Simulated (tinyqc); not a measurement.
Resistance of a tapered via with liner, size effect and interface: two steps of the calculation.

A round via whose diameter grows from db at the bottom as D(z) = db + 2 z/tan(ang). The fill, of diameter D - 2 tl, starts above the bottom liner (thickness fb tl) and has rho = rho0 (1 + ks lam/(D - 2 tl)); the sidewall liner conducts in parallel with it. The bottom liner and the interface are crossed over the full area pi db^2/4. Spreading in the lines above and below is left out.

Inputs (values chosen for the exercise); fill metal close to molybdenum:

| symbol | value | unit | meaning |
|---|---|---|---|
| db | 8.7 | nm | diameter at the bottom |
| hv | 31 | nm | height |
| ang | 89 | degrees | sidewall angle |
| rho0 | 5.43 | uohm cm | bulk resistivity of the fill |
| lam | 11.2 | nm | mean free path of the fill |
| ks | 1.5 |  | size-effect factor |
| tl | 0.3 | nm | liner on the sidewall |
| fb | 1 |  | liner at the bottom over that on the sidewall |
| rl | 150 | uohm cm | resistivity of the liner |
| ri | 7.4e-13 | ohm cm^2 | interface resistivity at the bottom |
| Sb | 1.3e15 | S/m^2 | ballistic conductance per area, about 3/(4 rho0 lam) |

Problem 1. Slices of the via. Slices between z0 = fb tl and hv, evaluated at their midpoints: conductance per length pi/4 [(D - 2 tl)^2/rho + (D^2 - (D - 2 tl)^2)/rl], slice resistance = slice height over that. 9 slices.

Wanted: z; D; rho; slice resistance.

Solution 1.

z, slice 0 to 8 (nm): [2.0056, 5.4167, 8.8278, 12.239, 15.650, 19.061, 22.472, 25.883, 29.294]
D, slice 0 to 8 (nm): [8.7700, 8.8891, 9.0082, 9.1273, 9.2463, 9.3654, 9.4845, 9.6036, 9.7227]
rho, slice 0 to 8 (uohm cm): [16.596, 16.435, 16.279, 16.128, 15.981, 15.837, 15.698, 15.562, 15.430]
slice resistance, slice 0 to 8 (ohm): [10.619, 10.221, 9.8431, 9.4845, 9.1441, 8.8205, 8.5129, 8.2201, 7.9413]

Problem 2. Total resistance. R_fill = sum of the slices; R_bottom = rl fb tl/(pi db^2/4); R_interface = ri/(pi db^2/4); ballistic (Sharvin) limit 1/(Sb pi (db - 2 tl)^2/4); ideal cylinder rho0 hv/(pi db^2/4).

slice resistance, slice 0 to 8 (ohm): [10.619413, 10.220900, 9.8430545, 9.4845277, 9.1440750, 8.8205479, 8.5128855, 8.2201063, 7.9413016]

Find: parts; R; shares; ballistic limit; ideal cylinder.

Solution 2.

parts (ohm): fill 82.81, bottom liner 7.570, interface 1.245
R = 91.62 ohm
shares (%): fill 90.38, bottom liner 8.26, interface 1.36
ballistic limit = 14.93 ohm
ideal cylinder = 28.32 ohm

The fill is the largest part, and R is 3.24 times the ideal cylinder. With 2000 slices R = 91.628 ohm.

tinyqc, about 0.01 s, one thread, Intel Xeon 2.30GHz (shared host): `OMP_NUM_THREADS=1 python tinyqc.py 2750208 2750209 out.jsonl`
